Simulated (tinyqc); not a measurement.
Virtual-crystal alloy in the empirical-pseudopotential method: sweeps and comparisons. A value that a table varies takes the place of the one given here.

Empirical pseudopotential on the fcc lattice, atoms at +/- tau, tau = a (1,1,1)/8, no spin-orbit coupling. H(G,G') = c (2 pi/a)^2 |k + G|^2 delta + VS(q) cos(q.tau) + i VA(q) sin(q.tau), q = G - G', c = hbar^2/2m0; k and G in units of 2 pi/a; VS at |q|^2 = 3, 8, 11 and VA at 3, 4, 11, in rydberg, zero elsewhere. At each k the basis holds all G with |k + G|^2 up to 16; energies are counted from the fourth level at Gamma.

Virtual crystal A(1-x)B(x): a = (1 - x) a_A + x a_B. Rule linear: V = (1 - x) V_A + x V_B. Rule volume: V = [(1 - x) a_A^3 V_A + x a_B^3 V_B]/a^3, since a form factor is an atomic potential divided by the cell volume.

Constants: hbar^2/2m0 = 3.80998211 eV angstrom^2; Ry = 13.60569312 eV.

Values chosen for the exercise (classic local form factors of the size used for GaAs (A) and InAs (B), which place X and L only to a few tenths of an eV; shifted at random, so the results belong to these values and not to a real crystal): a = (5.637, 6.037) angstrom (lattice constants of A, B); VSA = (-0.232, 0.009, 0.06) Ry (symmetric form factors of A); VAA = (0.07, 0.05, 0.01) Ry (antisymmetric form factors of A); VSB = (-0.217, 0, 0.05) Ry (symmetric form factors of B); VAB = (0.08, 0.05, 0.029) Ry (antisymmetric form factors of B); rule = linear (mixing rule).

## Gaps across the alloy

Gaps from the valence top to the fifth band at Gamma, at L = (1/2,1/2,1/2) and at the lowest of k = (f,0,0), f = 0.70, 0.75, ..., 1.00. Bowing C = 4 [(E(0) + E(1))/2 - E(1/2)].

Gaps (eV):
```
x      Gamma  Delta/X  f of the minimum      L  lowest
0.000  1.363    1.755              0.90  1.638   Gamma
0.167  1.209    1.804              0.95  1.616   Gamma
0.333  1.055    1.848              0.95  1.592   Gamma
0.500  0.902    1.887              1.00  1.565   Gamma
0.667  0.752    1.921              1.00  1.537   Gamma
0.833  0.604    1.952              1.00  1.506   Gamma
1.000  0.460    1.980              1.00  1.474   Gamma
```

bowing (eV): Gamma 0.039, Delta/X -0.075, L -0.038

What does this show, and why?

The lowest valley is Gamma throughout. From A to B the Gamma gap moves by -0.90 eV, L by -0.16 eV and Delta/X by +0.22 eV; a move of Delta/X below about 0.4 eV is within the error of such form factors, sign included. The virtual crystal holds no disorder and no bond relaxation, so its bowing comes from the non-linear dependence on the mean potential and volume alone, and it may differ from measured bowing, which is positive in these alloys, in size and even in sign; crossings move with it.

## Two mixing rules

Gaps from the valence top to the fifth band at Gamma, at L = (1/2,1/2,1/2) and at the lowest of k = (f,0,0), f = 0.70, 0.75, ..., 1.00. Both rules agree at the ends.

Gaps (eV):
```
x     Gamma, linear  Delta/X, linear  L, linear  Gamma, volume  Delta/X, volume  L, volume
0.25          1.132            1.827      1.604          1.091            1.823      1.591
0.50          0.902            1.887      1.565          0.850            1.882      1.547
0.75          0.677            1.937      1.522          0.641            1.933      1.509
```

What can be read from the table?

At x = 0.5 the volume rule moves Gamma by -52 meV, Delta/X by -5 meV and L by -18 meV, that is the bowing by -4 times these; the lattice constants differ by 7.1 %, and the rules would coincide for equal ones.

Run: tinyqc, `OMP_NUM_THREADS=1 python tinyqc.py 1050533 1050534 out.jsonl`; Intel(R) Xeon(R) Processor @ 2.30GHz, one thread, shared host; about 0.3 s of CPU time with all checks.
